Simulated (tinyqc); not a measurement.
# p-n heterojunction, non-linear Poisson equation by Newton steps, Boltzmann statistics, step by step

Program tinyqc, `OMP_NUM_THREADS=1 python tinyqc.py 2040164 2040165 out.jsonl`; Intel Xeon 2.30GHz, shared host, one thread, about 0.03 s. Printed values are rounded.

One dimension, material 1 (p-type) at x < 0 and material 2 (n-type) at x > 0. Band edges: Ec = -psi in material 1 and -psi + dEc in material 2, Ev = Ec - Eg. Flat quasi-Fermi levels: 0 for holes, +V for electrons. n = Nc F((EFn - Ec)/Vt), p = Nv F((Ev - EFp)/Vt), with F(eta) = exp(eta) (Boltzmann statistics); full ionisation, no interface charge, classical densities; the doping types are chosen for the exercise.

Values chosen for this exercise; band and dielectric values those of a made-up pair: temperature T = 300 K; band gap of material 1 Eg1 = 1.52 eV; relative permittivity of material 1 er1 = 12.4; conduction-band density of states of material 1 Nc1 = 5.29e17 cm^-3; valence-band density of states of material 1 Nv1 = 1.07e19 cm^-3; band gap of material 2 Eg2 = 0.801 eV; relative permittivity of material 2 er2 = 15.4; conduction-band density of states of material 2 Nc2 = 2.16e17 cm^-3; valence-band density of states of material 2 Nv2 = 7.03e18 cm^-3; conduction-band offset Ec2 - Ec1 dEc = -0.44 eV; acceptor density of material 1 N1 = 3.7e16 cm^-3; donor density of material 2 N2 = 2.9e16 cm^-3; bias of side 1 against side 2 V = 0 V.

Constants: q = 1.602176634e-19 C, kB = 1.380649e-23 J/K, Vt = kB T/q, eps0 = 8.8541878128e-14 F/cm where lengths are in cm. Results are converted to the units shown.

## Offsets and end potentials

dEv = Ev1 - Ev2 = Eg2 - Eg1 - dEc. Neutrality of the majority carriers far from the junction: Nv1 F((-psi_L - Eg1)/Vt) = N1 and Nc2 F((V + psi_R - dEc)/Vt) = N2. Total bending psi_R - psi_L.

dEv = -0.279 eV
psi_L = -1.37349 V
psi_R = -0.491910 V
psi_R - psi_L = 0.881584 V

The alignment is straddling (type I): dEc and dEv have the same sign.

## Permittivity of the intervals

| node | x (nm) |
|---|---|
| 0 | -344 |
| 1 | -230 |
| 2 | -142 |
| 3 | -73.4 |
| 4 | -20.5 |
| 5 | 20.5 |
| 6 | 71.6 |
| 7 | 135 |
| 8 | 214 |
| 9 | 313 |
| 10 | 436 |

er1 or er2; the interface lies midway in its interval, which gets the series value 2 er1 er2/(er1 + er2).

| interval | eps_r |
|---|---|
| 0 | 12.4 |
| 1 | 12.4 |
| 2 | 12.4 |
| 3 | 12.4 |
| 4 | 13.7381 |
| 5 | 15.4 |
| 6 | 15.4 |
| 7 | 15.4 |
| 8 | 15.4 |
| 9 | 15.4 |

## Couplings between neighbouring nodes

a_i = eps0 eps_r/h_i for the interval from node i to i + 1, with h_i = x_(i+1) - x_i in cm.

| interval | coupling a_i (F/cm^2) |
|---|---|
| 0 | 9.63087e-8 |
| 1 | 1.24764e-7 |
| 2 | 1.60047e-7 |
| 3 | 2.07546e-7 |
| 4 | 2.96683e-7 |
| 5 | 2.66839e-7 |
| 6 | 2.15070e-7 |
| 7 | 1.72601e-7 |
| 8 | 1.37732e-7 |
| 9 | 1.10857e-7 |

## Starting potential

| node | material |
|---|---|
| 0 | 1 |
| 1 | 1 |
| 2 | 1 |
| 3 | 1 |
| 4 | 1 |
| 5 | 2 |
| 6 | 2 |
| 7 | 2 |
| 8 | 2 |
| 9 | 2 |
| 10 | 2 |

psi_L + (psi_R - psi_L)(1 + tanh(x/s))/2 on the inner nodes with s = 65 nm, psi_L and psi_R on the ends.

| node | psi at the start (V) |
|---|---|
| 0 | -1.37349 |
| 1 | -1.37275 |
| 2 | -1.36247 |
| 3 | -1.29008 |
| 4 | -1.06729 |
| 5 | -0.79812 |
| 6 | -0.57961 |
| 7 | -0.50554 |
| 8 | -0.49313 |
| 9 | -0.49197 |
| 10 | -0.49191 |

## Iteration 1: densities, residual and Jacobian diagonal

n_i = Nc F(a_n), a_n = (V - Ec_i)/Vt; p_i = Nv F(a_p), a_p = (Ec_i - Eg)/Vt; rho_i = p_i - n_i + C_i with C = -N1 or +N2; g_i = (n_i + p_i)/Vt. Box widths w_i = (h_(i-1) + h_i)/2 in cm. Residual F_i = a_i (psi_(i+1) - psi_i) - a_(i-1) (psi_i - psi_(i-1)) + q rho_i w_i; Jacobian: a_(i-1) and a_i beside the diagonal, b_i = -a_(i-1) - a_i - q g_i w_i on it. The two end nodes are fixed.

| node | n (cm^-3) | p (cm^-3) |
|---|---|---|
| 0 | 4.46438e-6 | 3.7e16 |
| 1 | 4.59469e-6 | 3.59507e16 |
| 2 | 6.83795e-6 | 2.41567e16 |
| 3 | 1.12489e-4 | 1.46843e15 |
| 4 | 0.622010 | 2.65562e11 |
| 5 | 2.08143e11 | 2.55175e11 |
| 6 | 9.75403e14 | 5.44524e7 |
| 7 | 1.71167e16 | 3.10300e6 |
| 8 | 2.76673e16 | 1.91970e6 |
| 9 | 2.89351e16 | 1.83559e6 |
| 10 | 2.9e16 | 1.83148e6 |

| node | residual F (C/cm^2) | diagonal b (F/cm^2) |
|---|---|---|
| 1 | -4.87251e-10 | -2.47140e-6 |
| 2 | -5.80776e-9 | -1.45705e-6 |
| 3 | 6.86788e-11 | -4.22879e-7 |
| 4 | 5.78780e-9 | -5.04237e-7 |
| 5 | -1.55326e-10 | -5.63535e-7 |
| 6 | -1.66725e-8 | -5.16517e-7 |
| 7 | -2.30587e-10 | -1.14296e-6 |
| 8 | -8.28040e-11 | -1.83640e-6 |
| 9 | -3.77452e-11 | -2.23910e-6 |

## Iteration 1: Newton step

Solve the tridiagonal system a_(i-1) d_(i-1) + b_i d_i + a_i d_(i+1) = -F_i for nodes 1 to 9, with d = 0 on fixed nodes. The full step is added.

| node | Newton step d (V) |
|---|---|
| 1 | -0.0004287 |
| 2 | -0.0045871 |
| 3 | -0.0051385 |
| 4 | -0.0072634 |
| 5 | -0.0282585 |
| 6 | -0.0510210 |
| 7 | -0.0099512 |
| 8 | -0.0009862 |
| 9 | -0.0000775 |

| node | psi after iteration 1 (V) |
|---|---|
| 0 | -1.37349 |
| 1 | -1.37318 |
| 2 | -1.36706 |
| 3 | -1.29522 |
| 4 | -1.07455 |
| 5 | -0.82637 |
| 6 | -0.63063 |
| 7 | -0.51549 |
| 8 | -0.49411 |
| 9 | -0.49205 |
| 10 | -0.49191 |

## Course of the Newton iteration

Stop when the largest undamped |d| is below 1e-9 V, or after 80 iterations.

Course of the iteration:

| iteration | largest \|F\| (C/cm^2) | largest \|d\| (V) | at node |
|---|---|---|---|
| 1 | 1.67e-8 | 0.0510 | 6 |
| 2 | 1.28e-9 | 5.64e-3 | 6 |
| 3 | 7.61e-11 | 1.17e-4 | 7 |
| 4 | 1.22e-13 | 1.85e-7 | 7 |
| 5 | 3.04e-19 | 4.61e-13 | 7 |

Converged in 5 iterations. Once the step is below 0.1 Vt, 2 more iteration(s) reach the threshold: near the solution the error is roughly squared each time.

## Band edges, densities and displacement

| node | converged psi (V) |
|---|---|
| 0 | -1.37349 |
| 1 | -1.37317 |
| 2 | -1.36689 |
| 3 | -1.29657 |
| 4 | -1.07767 |
| 5 | -0.83073 |
| 6 | -0.63636 |
| 7 | -0.51843 |
| 8 | -0.49442 |
| 9 | -0.49206 |
| 10 | -0.49191 |

Ec, Ev, n and p as defined; D = a_k (psi_(k+1) - psi_k) on the interval that holds the interface.

| node | Ec (eV) | Ev (eV) | n (cm^-3) | p (cm^-3) |
|---|---|---|---|---|
| 0 | 1.37349 | -0.146505 | 4.46438e-6 | 3.7e16 |
| 1 | 1.37317 | -0.146832 | 4.52119e-6 | 3.65351e16 |
| 2 | 1.36689 | -0.153114 | 5.76482e-6 | 2.86535e16 |
| 3 | 1.29657 | -0.223434 | 8.75205e-5 | 1.88736e15 |
| 4 | 1.07767 | -0.442327 | 0.416245 | 3.96839e11 |
| 5 | 0.39073 | -0.410265 | 5.89386e10 | 9.01160e11 |
| 6 | 0.19636 | -0.604635 | 1.08561e14 | 4.89248e8 |
| 7 | 0.07843 | -0.722573 | 1.03977e16 | 5.10816e6 |
| 8 | 0.05442 | -0.746584 | 2.63208e16 | 2.01791e6 |
| 9 | 0.05206 | -0.748935 | 2.88275e16 | 1.84245e6 |
| 10 | 0.05191 | -0.749090 | 2.9e16 | 1.83148e6 |

D = 73.2623 nC/cm^2

## Check against the first integral

Exact first integral: on each side D^2/(2 eps0 er) = G, G = q [Vt (nI_j - nI_b) + Vt (pI_j - pI_b) - C (psi_j - psi_b)], with C = -N1 or +N2, b the neutral end of that side, and nI, pI the densities themselves. D is continuous, so er1 G1(psi_j) = er2 G2(psi_j) fixes psi_j. Ends from Nv1 F((-psi_L - Eg1)/Vt) = N1 and Nc2 F((V + psi_R - dEc)/Vt) = N2. D is counted positive when psi rises towards material 2.

psi_j = -0.938268 V
D = 72.9989 nC/cm^2
psi_j - psi_L = 0.435226 V
psi_R - psi_j = 0.446358 V
Ec1 - EFn at the interface = 0.938268 eV
Ec2 - EFn at the interface = 0.498268 eV

Material 2 takes 50.6 % of the bending. The 11-node mesh gave D = 73.26 nC/cm^2, 0.36 % above the exact value in size.
